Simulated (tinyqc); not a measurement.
# Frequency dispersion of an accumulation capacitance by border traps, distributed model: effects of single changes

Traps spread evenly through the insulator exchange electrons with the semiconductor by tunnelling, with tau(x) = t0 exp(2 ka x) at depth x from the interface. The admittance per area Y seen at depth x obeys dY/dx = -Y^2/(i w eps0 eox) + q Nb ln(1 + i w tau)/tau, with Y(0) = i w Cs and w = 2 pi f; the gate sees Y(tox) = G + i w C. Working variable y = Y/(i w), in uF/cm^2. Cox = eps0 eox/tox.

Parameters, values chosen for the exercise; permittivity close to that of zirconium oxide:

| symbol | value | unit | meaning |
|---|---|---|---|
| eox | 21.9 |  | relative permittivity of the insulator |
| tox | 9.2 | nm | insulator thickness |
| Cs | 2.1 | uF/cm^2 | semiconductor capacitance in accumulation |
| Nb | 3.9e18 | cm^-3 eV^-1 | density of border traps |
| ka | 4.5 | 1/nm | decay constant of the wave function in the insulator |
| t0 | 2e-9 | s | time constant of a trap at the interface |
| f | 1000 | Hz | frequency |

Constants: q = 1.602176634e-19 C, eps0 = 8.8541878128e-14 F/cm where lengths are in cm. Results are converted to the units shown.

Each table varies one quantity; the others keep the values above.

## Capacitance and loss against frequency

Cox; trap-free value 1/(1/Cox + 1/Cs); response depth d = ln(1/(w t0))/(2 ka), where w tau = 1; lumped estimate: all traps within d act as C_bt = q Nb d placed at d/2, so C = 1/{1/[1/(1/Cs + d/(2 eps0 eox)) + C_bt] + (tox - d/2)/(eps0 eox)}. C and G from a fine integration; dispersion -d C/d log10 f over C, from f times and over 1.1. For a broad spread of time constants G/w is close to -(pi/2) dC/d ln w.

The same in every row: trap-free C (uF/cm^2) = 1.052.

Results:

| f (Hz) | d (nm) | C (uF/cm^2) | G/w (uF/cm^2) | dispersion (% a decade) | -(pi/2) dC/d ln w (uF/cm^2) | lumped C (uF/cm^2) |
|---|---|---|---|---|---|---|
| 10 | 1.766 | 1.087 | 0.003792 | 0.5113 | 0.003791 | 1.084 |
| 1000 | 1.254 | 1.076 | 0.003485 | 0.4746 | 0.003484 | 1.074 |
| 10000 | 0.9980 | 1.071 | 0.003337 | 0.4566 | 0.003337 | 1.069 |
| 1e5 | 0.7421 | 1.066 | 0.003192 | 0.4388 | 0.003192 | 1.064 |
| 1e6 | 0.4863 | 1.062 | 0.003042 | 0.4213 | 0.003052 | 1.060 |
| 1e7 | 0.2305 | 1.057 | 0.002810 | 0.4022 | 0.002902 | 1.056 |

Estimate the missing row, f = 100 Hz.

Computed row:

| f (Hz) | d (nm) | C (uF/cm^2) | G/w (uF/cm^2) | dispersion (% a decade) | -(pi/2) dC/d ln w (uF/cm^2) | lumped C (uF/cm^2) |
|---|---|---|---|---|---|---|
| 100 | 1.510 | 1.081 | 0.003636 | 0.4928 | 0.003636 | 1.079 |

With this row back in the table: C falls from 1.087 to 1.057 uF/cm^2, towards the trap-free 1.052; each decade of frequency removes ln 10/(2 ka) = 0.256 nm from the response depth. The dispersion falls from 0.511 to 0.402 % a decade and G/w falls from 0.00379 to 0.00281 uF/cm^2. G/w lies between 0.968 and 1.00 times -(pi/2) dC/d ln w, the relation for a broad spread of time constants.

## Effect of the decay constant of the wave function in the insulator

Same model as above.

The same in every row: trap-free C (uF/cm^2) = 1.052.

Result of one run:

| ka (1/nm) | d (nm) | C (uF/cm^2) | G/w (uF/cm^2) | dispersion (% a decade) | -(pi/2) dC/d ln w (uF/cm^2) | lumped C (uF/cm^2) |
|---|---|---|---|---|---|---|
| 2.5 | 2.257 | 1.100 | 0.007494 | 0.9979 | 0.007490 | 1.095 |

What becomes of these results when the decay constant of the wave function in the insulator ka is changed from 2.5 to 3.2 1/nm, all else the same?

Result of the changed run:

| ka (1/nm) | d (nm) | C (uF/cm^2) | G/w (uF/cm^2) | dispersion (% a decade) | -(pi/2) dC/d ln w (uF/cm^2) | lumped C (uF/cm^2) |
|---|---|---|---|---|---|---|
| 3.2 | 1.763 | 1.088 | 0.005372 | 0.7236 | 0.005370 | 1.084 |

The whole series:

| ka (1/nm) | d (nm) | C (uF/cm^2) | G/w (uF/cm^2) | dispersion (% a decade) | -(pi/2) dC/d ln w (uF/cm^2) | lumped C (uF/cm^2) |
|---|---|---|---|---|---|---|
| 2.5 | 2.257 | 1.100 | 0.007494 | 0.9979 | 0.007490 | 1.095 |
| 3.2 | 1.763 | 1.088 | 0.005372 | 0.7236 | 0.005370 | 1.084 |
| 3.9 | 1.447 | 1.081 | 0.004165 | 0.5649 | 0.004164 | 1.078 |
| 4.6 | 1.227 | 1.076 | 0.003392 | 0.4622 | 0.003392 | 1.073 |
| 5.3 | 1.065 | 1.072 | 0.002857 | 0.3906 | 0.002857 | 1.070 |
| 6 | 0.9404 | 1.070 | 0.002466 | 0.3379 | 0.002466 | 1.068 |
| 6.7 | 0.8421 | 1.068 | 0.002168 | 0.2976 | 0.002168 | 1.066 |
| 7.4 | 0.7625 | 1.066 | 0.001933 | 0.2658 | 0.001933 | 1.065 |

As ka goes from 2.5 to 7.4, C falls from 1.10 to 1.07 uF/cm^2, the dispersion falls from 0.998 to 0.266 % a decade and G/w falls from 0.00749 to 0.00193 uF/cm^2. The lumped estimate is 0.47 % below C in the first row and 0.12 % below it in the last.

tinyqc, about 0.5 s, one thread, Intel Xeon 2.30GHz (shared host): `OMP_NUM_THREADS=1 python tinyqc.py 2202087 2202088 out.jsonl`
